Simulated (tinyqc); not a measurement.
Trench capacitor in an array: capacitance, non-linearity, leakage and relaxation: two steps of the calculation.

A film between two metal electrodes, each interface adding a series capacitance ci. The small-signal permittivity is ek (1 + aq E^2); the field is found with the linear permittivity. Leakage J = J0 sinh(E/Ef). After a voltage step the film passes a relaxation current kr C V tt^(-nr), tt being the time in seconds. The sidewall is a coaxial capacitor with radii a = dm/2 - t and b = dm/2, depth AR dm; the end face is left out.

Parameters, values chosen for the exercise; permittivity of the order of that of zirconium oxide:
- ek = 35.9 (relative permittivity of the film)
- t = 26 nm (film thickness)
- ci = 1000 uF/cm^2 (capacitance of each electrode interface (dead layer and screening))
- aq = 0.0053 cm^2/MV^2 (quadratic field coefficient of the permittivity)
- V = 0.9 V (bias)
- J0 = 4.4e-11 A/cm^2 (leakage prefactor)
- Ef = 0.18 MV/cm (field for an e-fold rise of the leakage)
- dm = 190 nm (diameter of the hole)
- AR = 20 (aspect ratio, depth over diameter)
- pt = 280 nm (pitch of the square array)
- rho = 270 uohm cm (resistivity of the inner electrode)

Constants: eps0 = 8.8541878128e-14 F/cm where lengths are in cm. Results are converted to the units shown.

Problem 1. Planar capacitance, field and non-linearity. Planar film: Cf = eps0 ek/t, 1/C = 1/Cf + 2/ci, EOT = 3.9 eps0/C, effective permittivity C t/eps0, E = (V/t) C/Cf; quadratic coefficient [C(V)/C - 1]/V^2 with Cf (1 + aq E^2) in C(V).

Find: Cf; C; EOT; effective permittivity; E; quadratic coefficient; J.

Solution 1.

Cf = 1.223 uF/cm^2
C = 1.220 uF/cm^2
EOT = 2.831 nm
effective permittivity = 35.81
E = 0.3453 MV/cm
quadratic coefficient = 778.3 ppm/V^2
J = 1.466e-10 A/cm^2

The interfaces take 0.244 % of the voltage.

Problem 2. Cell capacitance, fields and time constant. Per length 1/c = ln(b/a)/(2 pi eps0 ek) + (1/a + 1/b)/(2 pi ci); cell capacitance c AR dm; per footprint over pt^2; fields c V/(2 pi eps0 ek r) at r = a and b; resistance of the inner electrode rho AR dm/(pi a^2); time constant R C/3 of the distributed line.

Give: a; b; cell capacitance; capacitance per footprint; field at a; field at b; R; R C/3.

Solution 2.

a = 69.00 nm
b = 95.00 nm
cell capacitance = 23.67 fF
capacitance per footprint = 30.20 uF/cm^2
field at a = 0.4069 MV/cm
field at b = 0.2955 MV/cm
R = 0.6860 kohm
R C/3 = 5.413 ps

The array gives 24.8 times the planar capacitance per footprint; curvature makes the field at the inner electrode 1.18 times the planar value.

Computed by the program tinyqc: `OMP_NUM_THREADS=1 python tinyqc.py 2102037 2102038 out.jsonl`, one thread of a shared Intel Xeon 2.30GHz, about 0.01 s for the whole run.
